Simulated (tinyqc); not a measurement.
Inside a calculation. Model: biaxially strained (001) channel, valley splitting in an inversion layer.

Computed by the program tinyqc: `OMP_NUM_THREADS=1 python tinyqc.py 2530147 2530148 out.jsonl`, one thread of a shared Intel Xeon 2.30GHz, about 0.01 s for the whole run. Printed values are rounded.

A thin layer grown on a relaxed buffer is stretched in the plane. The two valleys with their long axis along the growth direction (D2) sink against the four in-plane ones (D4); confinement in a triangular well splits them too. Only the lowest subband of each set is kept; one relaxation time, so the weakening of intervalley scattering is left out.

Inputs (values chosen for the exercise); values close to those of silicon on relaxed silicon-germanium:

| symbol | value | unit | meaning |
|---|---|---|---|
| T | 250 | K | temperature |
| x | 0.23 |  | germanium share of the relaxed buffer |
| b1 | 0.0418 |  | lattice mismatch per unit x |
| c11 | 163 | GPa | elastic constant |
| c12 | 62.6 | GPa | elastic constant |
| Xu | 9 | eV | shear deformation potential |
| ml | 0.895 | m0 | longitudinal mass |
| mt | 0.189 | m0 | transverse mass |
| F | 1.12 | MV/cm | confining field |
| Ns | 1.2e12 | cm^-2 | inversion density |
| bv | 0.384 | nm | Burgers vector |

Constants: q = 1.602176634e-19 C, kB = 1.380649e-23 J/K, hbar = 1.054571817e-34 J s, m0 = 9.1093837015e-31 kg, Vt = kB T/q, hbar^2/(2 m0) = 0.0380998212 eV nm^2. Results are converted to the units shown.

## Strain, stress and splitting

e_par = b1 x, e_perp = -2 (c12/c11) e_par, splitting D = Xu (e_par - e_perp), in-plane stress (c11 + c12 - 2 c12^2/c11) e_par.

e_par = 0.9614 %
e_perp = -0.738450 %
D = 152.986 meV
stress = 1.70665 GPa

## Subband edges and densities of states

Levels E(m) = 2.33811 (hbar^2 q^2 F^2/(2 m))^(1/3): E2 = E(ml), E4 = E(mt) + D; N2 = 2 mt kB T/(pi hbar^2), N4 = 4 sqrt(mt ml) kB T/(pi hbar^2).

E2 = 0.189690 eV
E4 = 0.471526 eV
N2 = 3.40175e12 cm^-2
N4 = 1.48051e13 cm^-2

Of the gap E4 - E2 = 282 meV, confinement gives 129 meV.

## Iteration 1: critical thickness by substitution

h at the start = 100 nm

Critical thickness (Matthews-Blakeslee, 60-degree dislocations): h = bv (1 - nu/4)[ln(h/bv) + 1]/(4 pi e_par (1 + nu)), nu = c12/(c11 + c12). The right side gives h(new); e_par = b1 x.

h after iteration 1 = 15.1948 nm

## Iteration 2: critical thickness by substitution

As before.

h after iteration 2 = 10.8319 nm

## Course of the iteration: critical thickness by substitution

Stop when h changes by less than 1e-7 nm, or after 60 iterations.

Course of the iteration:
```
iteration   h (nm)  |change| (nm)
1          15.1948           84.8
2          10.8319           4.36
3          10.0482          0.784
4          9.87434          0.174
5          9.83392         0.0404
6          9.82442        9.50e-3
7          9.82219        2.24e-3
8          9.82166        5.27e-4
9          9.82154        1.24e-4
10         9.82151        2.93e-5
11         9.82150        6.91e-6
12         9.82150        1.63e-6
13         9.82150        3.84e-7
14         9.82150        9.05e-8
```

Converged in 14 iterations. At the end each change is about 0.24 times the one before: linear convergence.

## Share of the light valleys and conductivity mass

EF = 0.171153 eV

EF solves Ns = N2 ln(1 + exp((EF - E2)/Vt)) + N4 ln(1 + exp((EF - E4)/Vt)); f2 is the share in D2, and 1/mc = f2/mt + (1 - f2)(1/mt + 1/ml)/2.

f2 = 0.999989
mc = 0.189001 m0

Without strain f2 would be 0.987 and mc 0.190 m0, so repopulation alone gains 0.51 % in mobility.
